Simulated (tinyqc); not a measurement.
# Screening length from the swing

Problem. In a simple model of a Schottky-barrier transistor a barrier thinner than d = 4.7 nm is transparent, so the effective barrier is pn - psi (1 - exp(-d/lam)) and the swing beyond flat band is Vt ln 10/(1 - exp(-d/lam)). Find the thermionic swing, lam, and the effective barrier at psi = 0.2 V.

Parameters, values chosen for the exercise:
- T = 300 K (temperature)
- pn = 0.47 eV (barrier for electrons at both contacts)

Constants: q = 1.602176634e-19 C, kB = 1.380649e-23 J/K, Vt = kB T/q. Results are converted to the units shown.

swing in the tunnelling range = 75.229907 mV/decade

Answer. The ratio of the two swings is 1 - exp(-d/lam).

Vt ln 10 = 59.53 mV/decade
lam = 3.000 nm
effective barrier = 0.3117 eV

Computed by the program tinyqc: `OMP_NUM_THREADS=1 python tinyqc.py 2390120 2390121 out.jsonl`, one thread of a shared Intel Xeon 2.30GHz, about 0.03 s for the whole run.
